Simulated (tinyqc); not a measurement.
Inside a calculation. Model: finite-size error of a charged defect in a periodic cell: Madelung and Makov-Payne terms. Computed by tinyqc, a small Python program that keeps every step. Command: `OMP_NUM_THREADS=1 python tinyqc.py 3002960 3002961 out.jsonl imagecharge walk`. One thread of a shared host (Intel(R) Xeon(R) Processor @ 2.30GHz), about 0.02 s of CPU time with the checks. Intermediate numbers are printed to about 5 digits and carried at full precision; extremes and crossings named in words are read from the listed rows.

L is the cube root of the cell volume. The defect charge is a Gaussian, rho(r) = q (2 pi sigma^2)^(-3/2) exp(-r^2/2 sigma^2), repeated periodically in a uniform neutralising background and screened by a continuum. The model cell energy is E(L) = E_0 + [periodic - isolated electrostatic energy].

Inputs (values chosen for the exercise, for a model uniaxial host):

| quantity | value | unit |
|---|---|---|
| charge q | 2 | e |
| cell length L | 16.2 | angstrom |
| dielectric constant eps_xy | 9.72 | - |
| dielectric constant eps_z | 17.5 | - |
| axis ratio c/a | 1.46 | - |
| width sigma of the defect charge | 1.9 | angstrom |
| formation energy of the isolated defect E_0 | 3.854 | eV |

Supercell lattice: tetragonal. Screening: uniaxial.

scatter added to the six cells, standing for numerical noise (meV): 0.01  0.64  -0.98  -0.54  -0.2  -0.99

Constants: e^2/(4 pi eps_0) = 14.39964548 eV angstrom.

## The cell

Cell vectors: (1,0,0), (0,1,0), (0,0,c/a), scaled to volume L^3.

cell vectors (rows) (angstrom):
```
        1       2       3
1  14.280   0.000   0.000
2   0.000  14.280   0.000
3   0.000   0.000  20.849
```

nearest image = 14.280 angstrom

## Madelung energy

Ewald sum for a unit point charge: scale each Cartesian component of the cell by 1/sqrt(eps_i), giving R', G' and V'; E = [ (1/2) sum erfc(eta R')/R' + (2 pi/V') sum exp(-G'^2/4 eta^2)/G'^2 - eta/sqrt(pi) - pi/(2 V' eta^2) ] e^2/(4 pi eps_0) / sqrt(eps_x eps_y eps_z), over n_i = -6..6, omitting n = (0,0,0), eta = 2/V'^(1/3). alpha = -2 E eps_g L/(e^2/(4 pi eps_0)), eps_g = (eps_x eps_y eps_z)^(1/3).

terms for a unit charge (eV): real space 0.001140, reciprocal 0.006819, self -0.084821, background -0.029519

Madelung constant alpha = 2.8304

point-charge correction -q^2 E = 0.42552 eV

Cubic cells have alpha = 2.837 (sc) to 2.888 (fcc, bcc); this cell is near that range.

## Energy of the smeared charge in the cell

Periodic energy of the Gaussian: (2 pi q^2/V) sum_(G != 0) exp(-sigma^2 G^2)/(G.eps.G) x e^2/(4 pi eps_0), n_i = -k..k with k = max(9, L/sigma rounded up). Isolated energy: q^2/(2 sqrt(pi) sigma) <1/(n.eps.n)> e^2/(4 pi eps_0), the mean over directions n (64 Gauss-Legendre points in cos(theta)).

periodic energy = 0.32062 eV

isolated energy = 0.71774 eV

finite-size error = -0.39712 eV

E(L) = 3.4569 eV

## A series of cells

Cells of the same shape with L scaled by 0.7, 0.85, 1, 1.25, 1.5 and 2; the scatter is added to E(L). The point-charge correction scales as 1/L from its value at the input L.

Scaling data:

| L (angstrom) | 1/L (1/angstrom) | E(L) (eV) | E(L) + point-charge correction (eV) |
|---|---|---|---|
| 11.34 | 0.088183 | 3.3297 | 3.9376 |
| 13.77 | 0.072622 | 3.4005 | 3.9011 |
| 16.20 | 0.061728 | 3.4559 | 3.8814 |
| 20.25 | 0.049383 | 3.5275 | 3.8679 |
| 24.30 | 0.041152 | 3.5785 | 3.8622 |
| 32.40 | 0.030864 | 3.6438 | 3.8565 |

## Ways to reach the isolated limit

Least-squares fits of E(L) to a + b/L, a + c/L^3 or a + b/L + c/L^3; the estimate is a, and errors are against E_0.

Estimates of E_0:

| way | estimate (eV) | error (meV) |
|---|---|---|
| largest cell, uncorrected | 3.6438 | -210.23 |
| largest cell, point-charge term | 3.8565 | 2.53 |
| 1/L fit, three smallest | 3.7482 | -105.81 |
| 1/L fit, all six | 3.8045 | -49.47 |
| 1/L^3 fit, all six | 3.6023 | -251.73 |
| 1/L and 1/L^3, three smallest | 3.8252 | -28.83 |
| 1/L and 1/L^3, all six | 3.8529 | -1.13 |
| corrected data, 1/L^3 fit | 3.8531 | -0.88 |

coefficient b of the full fit = -6.8866 eV angstrom

Best here: corrected data, 1/L^3 fit (-0.9 meV); worst: 1/L^3 fit, all six (-252 meV). The fitted b is 99.9 % of the Madelung value -q^2 alpha e^2/(8 pi eps_0 eps_g), so such a fit also measures the screening. A pure 1/L fit lands below E_0, because the positive 1/L^3 term flattens the small-cell points.

## One dielectric constant for an anisotropic host?

The same sum with an isotropic constant in place of the tensor, the means being taken over (eps_xy, eps_xy, eps_z); errors against the tensor result.

Point-charge correction:

| constant | value | correction (eV) | error (meV) |
|---|---|---|---|
| eps_xy | 9.720 | 0.49184 | 66.32 |
| eps_z | 17.500 | 0.27318 | -152.34 |
| arithmetic mean | 12.313 | 0.38826 | -37.27 |
| geometric mean | 11.825 | 0.40430 | -21.22 |
| harmonic mean | 11.411 | 0.41896 | -6.57 |

The tensor gives 0.4255 eV. Closest is harmonic mean (-6.6 meV) and furthest eps_z (-152.3 meV); anisotropy also changes the effective shape of the cell, which no single constant captures.

Checks made by the program: the same sum with another eta (relative difference below 1e-10).
